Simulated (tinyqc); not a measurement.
## Gate sheet resistance from two finger widths

Inverse problem. At low frequency R = Rsh Wf/(3 L) + B/Wf, where B collects the channel and vertical terms. Find Rsh, B and the width of lowest R.

Inputs (values chosen for the exercise): channel length L = 0.14 um.

input resistance of single fingers, contacted at one end, of width 0.53 and 5.6 um (ohm): 117.66667  196.13095

Solution. R Wf is a straight line in Wf^2; the minimum of R lies where both terms are equal.

Rsh = 14.00 ohm/square
B = 53.00 ohm um
width of lowest R = 1.261 um

Computed by the program tinyqc: `OMP_NUM_THREADS=1 python tinyqc.py 2262099 2262100 out.jsonl`, one thread of a shared Intel Xeon 2.30GHz, about 0.01 s for the whole run.
